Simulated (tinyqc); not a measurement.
Smearing for a one-band metal on the square lattice: sweeps and comparisons. A value that a table varies takes the place of the one given here.

Lattice vectors (units of a): a1 = (1, 0), a2 = (0, 1). E(k) = -t A_1(k) - t2 A_2(k), A_m the sum of cos(k . R) over the 4 nearest and 4 second lattice vectors. Mesh k = sum (j_i/N) b_i, j_i = 0 .. N-1.

With x = (E_k - mu)/sigma: Fermi-Dirac f = 1/(1 + exp(x)), s = -f ln f - (1 - f) ln(1 - f); Gaussian f = erfc(x)/2, s = exp(-x^2)/(2 sqrt(pi)); Methfessel-Paxton (first order) f = erfc(x)/2 - x exp(-x^2)/(2 sqrt(pi)), s = (1 - 2 x^2) exp(-x^2)/(4 sqrt(pi)); cold (Marzari-Vanderbilt) with y = x + 1/sqrt(2), f = erfc(y)/2 + exp(-y^2)/sqrt(2 pi), s = y exp(-y^2)/sqrt(2 pi). With weights w = points/N^d (d the dimension), mu solves 2 sum w f = ne; E = 2 sum w f E_k, S = 2 sum w s, F = E - sigma S.

With x = (E_k - mu)/sigma: Gaussian f = erfc(x)/2, s = exp(-x^2)/(2 sqrt(pi)); Methfessel-Paxton (first order) f = erfc(x)/2 - x exp(-x^2)/(2 sqrt(pi)), s = (1 - 2 x^2) exp(-x^2)/(4 sqrt(pi)). With weights w = points/N^d (d the dimension), mu solves 2 sum w f = ne; E = 2 sum w f E_k, S = 2 sum w s, F = E - sigma S.

With x = (E_k - mu)/sigma: Gaussian f = erfc(x)/2, s = exp(-x^2)/(2 sqrt(pi)). With weights w = points/N^d (d the dimension), mu solves 2 sum w f = ne; E = 2 sum w f E_k, S = 2 sum w s, F = E - sigma S.

Values chosen for the exercise:

| symbol | value | unit | meaning |
|---|---|---|---|
| t | 1.4 | eV | nearest hopping |
| t2 | -0.25 | eV | second hopping |
| ne | 0.97 |  | electrons per cell |
| N | 4 |  | unshifted mesh |
| sigma | 0.28 | eV | width |

## Error of each scheme against the width

All on the dense mesh N = 200. The reference is F of first-order Methfessel-Paxton smearing with sigma = 0.05 t on the mesh N = 200; it moves by 0.00 meV on the mesh N = 250, so errors below a few times that are not resolved.

Errors (meV per cell):

| sigma (eV) | FD F | FD (E+F)/2 | Gauss F | Gauss (E+F)/2 | MP F | cold F |
|---|---|---|---|---|---|---|
| 0.140 | -10.77 | -0.01 | -1.60 | 0.01 | 0.01 | 0.14 |
| 0.210 | -23.99 | -0.62 | -3.63 | 0.06 | 0.08 | 0.50 |
| 0.280 | -41.78 | -1.90 | -6.52 | 0.10 | 0.15 | 0.92 |
| 0.420 | -89.62 | -6.45 | -14.76 | -0.03 | 0.10 | 1.49 |
| 0.560 | -152.08 | -13.62 | -26.07 | -0.56 | -0.37 | 1.55 |
| 0.840 | -314.91 | -36.58 | -56.95 | -2.90 | -2.57 | 0.25 |
| 1.120 | -520.14 | -73.11 | -97.77 | -6.88 | -6.39 | -2.77 |

reference = -2.27288 eV

How do the results move?

Doubling sigma from 0.280 to 0.560 eV multiplies the error of F by 3.6 (Fermi-Dirac) and 4.0 (Gaussian); a pure sigma^2 term would give 4. At the smallest width Fermi-Dirac errs 6.7 times as much as Gaussian, against 2 pi^2/3 = 6.6 for the ratio of the sigma^2 terms at equal sigma. At the largest width the sizes of the errors rank cold F 2.8, MP F 6.4, Gauss (E+F)/2 6.9, FD (E+F)/2 73.1, Gauss F 97.8, FD F 520.1 meV; the reference is good to about 0.01 meV.

## Mesh against width

Gaussian smearing, (E + F)/2. The reference is F of first-order Methfessel-Paxton smearing with sigma = 0.05 t on the mesh N = 200; it moves by 0.00 meV on the mesh N = 250, so errors below a few times that are not resolved.

Errors (meV per cell):

| N | sigma = 0.05 t | sigma = 0.15 t | sigma = 0.4 t |
|---|---|---|---|
| 4 | 44.53 | 37.81 | 25.39 |
| 8 | 23.59 | 18.67 | 10.93 |
| 12 | -1.71 | -2.13 | -2.50 |
| 16 | -3.31 | -3.17 | -1.58 |
| 24 | 1.14 | 0.83 | -0.57 |
| 48 | 0.18 | 0.07 | -0.56 |

reference = -2.27288 eV

What can be read from the table?

First N from which the value stays within 2 meV of its last entry (which need not be the best one): 24 for sigma = 0.05 t, 24 for sigma = 0.15 t, 12 for sigma = 0.4 t. At the last mesh the errors are +0.18, +0.07 and -0.56 meV. The widest smearing converges sooner with the mesh than the narrowest, at the price of a bias that the last row shows. The smallest error belongs to 0.05 t on 1, 0.15 t on 1, 0.4 t on 4 of the 6 meshes.

## What moves the results of Gaussian smearing

All sums formed anew. Each row changes one parameter from the base and keeps the others.

Results:

| case | mu (eV) | E (eV) | S | F (eV) |
|---|---|---|---|---|
| base | -0.1738 | -2.2250 | 0.0960 | -2.2519 |
| N = 8 | -0.4985 | -2.2462 | 0.0730 | -2.2666 |
| sigma = 0.56 eV | -0.3177 | -2.2144 | 0.1182 | -2.2806 |
| ne = 1.07 | -0.0553 | -2.2250 | 0.1357 | -2.2630 |
| t2 = -0.11 eV | -0.1492 | -2.1472 | 0.1302 | -2.1836 |
| t = 1.54 eV | -0.1738 | -2.4350 | 0.0960 | -2.4619 |

How do the results move?

The largest shifts from the base row, up to three for each result and ties (the steps differ in size, so this ranks the rows, not the parameters). mu (eV): N -0.3247, sigma -0.1439, ne +0.1185; unchanged at the printed digits by t. E (eV): t -0.2100, t2 +0.0778, N -0.0212; unchanged at the printed digits by ne. S: ne +0.0397, t2 +0.0342, N -0.0229; unchanged at the printed digits by t. F (eV): t -0.2100, t2 +0.0682, sigma -0.0287.

Program tinyqc; command `OMP_NUM_THREADS=1 python tinyqc.py 1680999 1681000 out.jsonl`; about 0.07 s on one thread of a shared Intel(R) Xeon(R) Processor @ 2.30GHz.
